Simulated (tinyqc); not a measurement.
Inside a calculation. Model: trap-assisted generation and recombination current of an abrupt junction. Computed by tinyqc, a small Python program that keeps every step. Command: `OMP_NUM_THREADS=1 python tinyqc.py 3000104 3000105 out.jsonl junctionleak walk`. One thread of a shared host (Intel(R) Xeon(R) Processor @ 2.30GHz), about 0.01 s of CPU time with the checks. Intermediate numbers are printed to about 6 digits and carried at full precision; extremes and crossings named in words are read from the listed rows.

Depletion approximation, flat quasi-Fermi levels across the depleted layer, long neutral regions with minority lifetimes tau_n and tau_p, full ionisation and Boltzmann statistics. Voltages in exponents stand for e V.

Inputs (values chosen for the exercise, with bands and screening modelled on silicon): gap E_g = 1.11 eV; electron mass m_e = 0.339 m_0; valleys M_c = 6; hole mass m_h = 0.842 m_0; dielectric constant eps = 11.8; acceptor density N_A = 4.5e+15 cm^-3; donor density N_D = 1.3e+18 cm^-3; capture time tau_n = 1.5e-09 s; capture time tau_p = 5.7e-08 s; trap level E_t - E_i = 0.065 eV; electron diffusion coefficient D_n = 60 cm^2/s; hole diffusion coefficient D_p = 6.6 cm^2/s; forward bias V = 0.25 V; reverse bias V_r = 0.51 V; temperature T = 400 K.

Field enhancement: none.

Constants: k_B = 8.617333262e-05 eV/K; m_0 = 9.1093837015e-31 kg; k_B = 1.380649e-23 J/K; h = 6.62607015e-34 J s; e = 1.602176634e-19 C; eps_0 = 8.8541878128e-12 F/m.

## Built-in voltage and diffusion current

N_c = 2 M_c (2 pi m_e k_B T/h^2)^(3/2) and N_v = 2 (2 pi m_h k_B T/h^2)^(3/2), masses in units of m_0. n_i = sqrt(N_c N_v) exp(-E_g/2 k_B T); V_bi = (k_B T/e) ln(N_A N_D/n_i^2); diffusion saturation current J_d0 = e n_i^2 [sqrt(D_n/tau_n)/N_A + sqrt(D_p/tau_p)/N_D].

k_B T = 0.0344693 eV

n_i = 3.75835e+12 cm^-3

V_bi = 0.683932 V

J_d0 = 1.00601e-04 A/cm^2

## Depleted layer under reverse bias

W = sqrt(2 eps eps_0 (V_bi - V)(1/N_A + 1/N_D)/e), x_p = W N_D/(N_A + N_D), x_n = W - x_p, peak field F_m = 2 (V_bi - V)/W; reverse bias means V = -V_r.

W = 589.263 nm

x_p = 587.230 nm

x_n = 2.03272 nm

peak field F_m = 40522.9 V/cm

## Generation across the layer

Potential from the p edge: phi = (V_bi - V) x^2/(x_p W) on the p side and (V_bi - V)[1 - (W - x)^2/(x_n W)] on the n side; p = N_A exp(-phi/k_B T), n = n_i^2 exp(V/k_B T)/p; U = (n p - n_i^2)/[tau_p (n + n_i exp(dE/k_B T)) + tau_n (p + n_i exp(-dE/k_B T))], dE = E_t - E_i, n1 = n_i exp(dE/k_B T), p1 = n_i exp(-dE/k_B T); J_t = e int U dx by the trapezoid rule on 400 intervals on each side.

Profile under reverse bias:
```
x (nm)   F (V/cm)    n (cm^-3)    p (cm^-3)  generation -U (cm^-3 s^-1)
29.362     2026.1  1.28393e+03  4.12796e+15                 1.85741e+18
88.085     6078.4  2.56072e+03  2.06974e+15                 3.12680e+18
176.169   12156.9  2.63181e+04  2.01383e+14                 8.23658e+18
293.615   20261.4  6.58888e+06  8.04389e+11                 9.98906e+18
411.061   28366.0  2.61005e+10  2.03062e+08                 9.98707e+18
528.507   36470.6  1.63593e+15  3.23976e+03                 1.49219e+17
587.230   40522.9  1.15359e+18  4.59437e+00                 2.14812e+14
587.835   28467.3  1.22556e+18  4.32457e+00                 2.02198e+14
588.648   12258.2  1.28586e+18  4.12176e+00                 1.92715e+14
589.156    2127.5  1.29957e+18  4.07828e+00                 1.90683e+14
```

## Reverse current

Generation lifetime tau_g = tau_p exp(dE/k_B T) + tau_n exp(-dE/k_B T); textbook estimate e n_i W/tau_g; generation current J_g = -J_t; total = J_g + J_d0 (1 - exp(-V_r/k_B T)).

generation current = 5.98745e-05 A/cm^2

tau_g = 3.75926e-07 s

estimate e n_i W/tau_g = 9.43876e-05 A/cm^2

total reverse current = 1.60476e-04 A/cm^2

The integral is 0.634 times the estimate, since near the edges n or p exceeds n_i and stops generation. Generation carries 37.3 % of the reverse current.

## Forward current and ideality

Total J = J_t + J_d0 (exp(V/k_B T) - 1); ideality n = (e/k_B T) dV/d ln J, central difference of 1 mV.

recombination current in the layer = 0.0114076 A/cm^2

total forward current = 0.153365 A/cm^2

ideality factor = 1.02316

## Which current rules in forward bias

J_d = J_d0 (exp(V/k_B T) - 1). Ideality n = (e/k_B T) dV/d ln J, central difference of 1 mV. The rows stop just below the bias where n = 0.1 p or tau_p n = 0.1 tau_n p at the p edge, or the like at the n edge.

Forward characteristic:
```
V (V)  J_t (A/cm^2)  J_d (A/cm^2)  ideality of J_t  ideality of the sum
0.06      0.0001161   4.72947e-04          0.91460              0.84088
0.09      0.0002785   1.26887e-03          1.06335              0.94849
0.12      0.0006102   3.16932e-03          1.15058              0.99454
0.15      0.0012727   7.70705e-03          1.21612              1.01418
0.18      0.0025582   1.85419e-02          1.27802              1.02208
0.22      0.0061545   5.93945e-02          1.36959              1.02438
0.25      0.0114076   1.41957e-01          1.45592              1.02316
0.28      0.0202827   3.39093e-01          1.57983              1.02086
```

Diffusion rules over the whole range. The ideality of J_t alone lies between 0.91 and 1.58.

## Leakage against temperature

The gap, capture times and diffusion coefficients are held fixed. J_g = -J_t at V = -V_r. The last column is -k_B d ln(J_g + J_d0)/d(1/T) from this row and the one above.

Reverse current:
```
T (K)  generation (A/cm^2)  diffusion (A/cm^2)  activation energy (eV)
320            3.86627e-07         1.64258e-08                       -
360            6.17295e-06         2.04833e-06                 0.74836
400            5.98745e-05         1.00601e-04                 0.92180
450            5.96151e-04         5.12853e-03                 1.10886
500            3.60210e-03         1.23143e-01                 1.20111
560            1.96597e-02         2.73408e+00                 1.23801
640            1.13305e-01         7.23573e+01                 1.26249
```

The activation energy goes from 0.748 to 1.262 eV. Generation alone gives about E_g/2 + dE if tau_p exp(dE/k_B T) exceeds tau_n exp(-dE/k_B T), else E_g/2 - dE, here 0.620 eV, plus 1.5 k_B T and diffusion E_g = 1.11 eV plus 3 k_B T; diffusion takes over by 400 K.

Checks made by the program: the integral with twice the points (relative difference 9e-10); the forward integral with twice the points (relative difference 1e-09).
